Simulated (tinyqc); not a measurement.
Defect-molecule model of a vacancy with Jahn-Teller distortion: one step. One-electron levels. The numbers come from values chosen for the exercise (of the size used for the vacancy in silicon).

Four dangling hybrids a, b, c, d point into the vacancy: H_ii = E0, and -gm between any two. A tetragonal distortion Q pairs a with b and c with d: those two couplings become -gm - I Q and the other four -gm + I Q/2, at an elastic cost k Q^2/2. The a1 level holds two electrons; charge states 2+, + and 0 put n = 0, 1, 2 more into the lowest level of t2 origin. Energy from the 2+ state at Q = 0, with the Fermi level mu counted from Ev: W_n(Q) = n (et - 2 I Q) + k Q^2/2 + Uc n (n - 1)/2 - n mu. et = E0 + gm is the undistorted t2 level.

H (eV):
```
           a          b          c          d
a  -0.040000  -0.576300  -0.251850  -0.251850
b  -0.576300  -0.040000  -0.251850  -0.251850
c  -0.251850  -0.251850  -0.040000  -0.576300
d  -0.251850  -0.251850  -0.576300  -0.040000
```

Task: Diagonalise. By symmetry: a + b + c + d at E0 - 3 gm, a + b - c - d at E0 + gm - 2 I Q, and the pair a - b, c - d at E0 + gm + I Q.

Give: levels.

Result:

levels (eV): -1.1200  -0.1126  0.5363  0.5363

The t2 triplet has split by 3 I Q = 0.6489 eV, and its centre has stayed.

Program tinyqc; command `OMP_NUM_THREADS=1 python tinyqc.py 1482867 1482868 out.jsonl`; about 0.01 s on one thread of a shared Intel(R) Xeon(R) Processor @ 2.30GHz.
